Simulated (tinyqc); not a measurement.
Charge neutrality level from zone-averaged pseudopotential bands: one step. The neutrality level. Four cases, with inputs chosen for the exercise.

Problem. Energies are counted from the valence top at Gamma. E_N = (1/2) weighted mean of [E5 + (E3 + E4)/2]. Compare with half the smallest indirect gap, min(Delta/X, L)/2, and give the barrier for electrons in the limit of full pinning, min(gaps) - E_N.

Give: mean of E5; mean of (E3 + E4)/2; E_N; half the indirect gap; pinned barrier for electrons.

Case 1.

Levels (eV):

| kx | ky | kz | weight | E3 | E4 | E5 | E6 |
|---|---|---|---|---|---|---|---|
| 0.166667 | 0.166667 | 0.166667 | 2 | -0.455709 | -0.455709 | 2.867305 | 4.066917 |
| 0.500000 | 0.166667 | 0.166667 | 6 | -2.103278 | -1.856487 | 2.334001 | 4.546905 |
| 0.500000 | 0.500000 | 0.166667 | 6 | -3.246777 | -1.380983 | 2.878421 | 4.598082 |
| 0.500000 | 0.500000 | 0.500000 | 1 | -1.297482 | -1.297482 | 1.844399 | 3.921730 |
| 0.833333 | 0.166667 | 0.166667 | 6 | -3.865107 | -2.733933 | 1.283867 | 3.043150 |
| 0.833333 | 0.500000 | 0.166667 | 6 | -4.261227 | -2.936235 | 3.700257 | 4.092763 |

gaps to Gamma, Delta/X, L (eV): 3.356250  0.769818  1.844399

Solution.

mean of E5 = 2.5466 eV
mean of (E3 + E4)/2 = -2.5689 eV
E_N = -0.0112 eV
half the indirect gap = 0.3849 eV
pinned barrier for electrons = 0.7810 eV

E_N lies below the valence top by 0.011 eV. The two estimates differ by 0.40 eV; both rules are good to a few tenths of an eV only, so a position within that distance of a band edge or of mid-gap is not settled. Local form factors place the indirect gaps only to a few tenths of an eV, and E_N moves with them. Spin-orbit coupling, left out, would lift the valence top by a third of its splitting.

Case 2.

Levels (eV):

| kx | ky | kz | weight | E3 | E4 | E5 | E6 |
|---|---|---|---|---|---|---|---|
| 0.125000 | 0.125000 | 0.125000 | 2 | -0.175895 | -0.175895 | 2.475252 | 4.769503 |
| 0.375000 | 0.125000 | 0.125000 | 6 | -0.923486 | -0.920519 | 3.277268 | 4.216665 |
| 0.375000 | 0.375000 | 0.125000 | 6 | -1.757654 | -0.560062 | 3.136111 | 5.106939 |
| 0.375000 | 0.375000 | 0.375000 | 2 | -0.811939 | -0.811939 | 1.888354 | 5.159505 |
| 0.625000 | 0.125000 | 0.125000 | 6 | -2.034729 | -1.676813 | 2.644652 | 3.949137 |
| 0.625000 | 0.375000 | 0.125000 | 12 | -2.627859 | -1.426113 | 3.790659 | 4.659629 |
| 0.625000 | 0.375000 | 0.375000 | 6 | -1.837492 | -1.174545 | 2.735475 | 4.769222 |
| 0.625000 | 0.625000 | 0.125000 | 6 | -3.189527 | -1.427560 | 2.988541 | 6.038599 |
| 0.875000 | 0.125000 | 0.125000 | 6 | -2.667334 | -2.096923 | 2.161389 | 3.132502 |
| 0.875000 | 0.375000 | 0.125000 | 12 | -3.205050 | -2.240184 | 3.485024 | 5.319401 |

gaps to Gamma, Delta/X, L (eV): 1.490916  1.871456  1.737425

Solution.

mean of E5 = 3.0890 eV
mean of (E3 + E4)/2 = -1.8714 eV
E_N = 0.6088 eV
half the indirect gap = 0.8687 eV
pinned barrier for electrons = 0.8821 eV

E_N lies at 41 % of the gap from the valence top, so pinned contacts have the lower barrier for holes. The two estimates differ by 0.26 eV; both rules are good to a few tenths of an eV only, so a position within that distance of a band edge or of mid-gap is not settled. Local form factors place the indirect gaps only to a few tenths of an eV, and E_N moves with them. Spin-orbit coupling, left out, would lift the valence top by a third of its splitting.

Case 3.

Levels (eV):

| kx | ky | kz | weight | E3 | E4 | E5 | E6 |
|---|---|---|---|---|---|---|---|
| 0.166667 | 0.166667 | 0.166667 | 2 | -0.293234 | -0.293234 | 2.450448 | 4.951976 |
| 0.500000 | 0.166667 | 0.166667 | 6 | -1.569242 | -1.307898 | 3.011175 | 4.651108 |
| 0.500000 | 0.500000 | 0.166667 | 6 | -2.478870 | -0.975650 | 3.114918 | 4.972339 |
| 0.500000 | 0.500000 | 0.500000 | 1 | -0.923085 | -0.923085 | 1.637711 | 4.941658 |
| 0.833333 | 0.166667 | 0.166667 | 6 | -2.878209 | -2.015075 | 2.202110 | 3.726198 |
| 0.833333 | 0.500000 | 0.166667 | 6 | -3.262850 | -2.108731 | 4.267639 | 4.493291 |

gaps to Gamma, Delta/X, L (eV): 1.412044  1.739926  1.637711

Solution.

mean of E5 = 3.0412 eV
mean of (E3 + E4)/2 = -1.9000 eV
E_N = 0.5706 eV
half the indirect gap = 0.8189 eV
pinned barrier for electrons = 0.8414 eV

E_N lies at 40 % of the gap from the valence top, so pinned contacts have the lower barrier for holes. The two estimates differ by 0.25 eV; both rules are good to a few tenths of an eV only, so a position within that distance of a band edge or of mid-gap is not settled. Local form factors place the indirect gaps only to a few tenths of an eV, and E_N moves with them. Spin-orbit coupling, left out, would lift the valence top by a third of its splitting.

Case 4.

Levels (eV):

| kx | ky | kz | weight | E3 | E4 | E5 | E6 |
|---|---|---|---|---|---|---|---|
| 0.166667 | 0.166667 | 0.166667 | 2 | -0.377640 | -0.377640 | 1.930799 | 4.057564 |
| 0.500000 | 0.166667 | 0.166667 | 6 | -1.875862 | -1.546664 | 2.279668 | 4.101512 |
| 0.500000 | 0.500000 | 0.166667 | 6 | -2.846349 | -1.171971 | 2.463371 | 4.344884 |
| 0.500000 | 0.500000 | 0.500000 | 1 | -1.105907 | -1.105907 | 0.952652 | 4.167673 |
| 0.833333 | 0.166667 | 0.166667 | 6 | -3.243976 | -2.309144 | 1.467386 | 3.066590 |
| 0.833333 | 0.500000 | 0.166667 | 6 | -3.626241 | -2.440345 | 3.685391 | 3.831032 |

gaps to Gamma, Delta/X, L (eV): 1.305565  0.988950  0.952652

Solution.

mean of E5 = 2.3774 eV
mean of (E3 + E4)/2 = -2.1868 eV
E_N = 0.0953 eV
half the indirect gap = 0.4763 eV
pinned barrier for electrons = 0.8573 eV

E_N lies at 10 % of the gap from the valence top, so pinned contacts have the lower barrier for holes. The two estimates differ by 0.38 eV; both rules are good to a few tenths of an eV only, so a position within that distance of a band edge or of mid-gap is not settled. Local form factors place the indirect gaps only to a few tenths of an eV, and E_N moves with them. Spin-orbit coupling, left out, would lift the valence top by a third of its splitting.

Computed by tinyqc, one run a case: `OMP_NUM_THREADS=1 python tinyqc.py N N+1 out.jsonl` with N = 1880453, 1880464, 1880493, 1880502; one thread of a shared Intel(R) Xeon(R) Processor @ 2.30GHz, about 0.09 s a run at most.
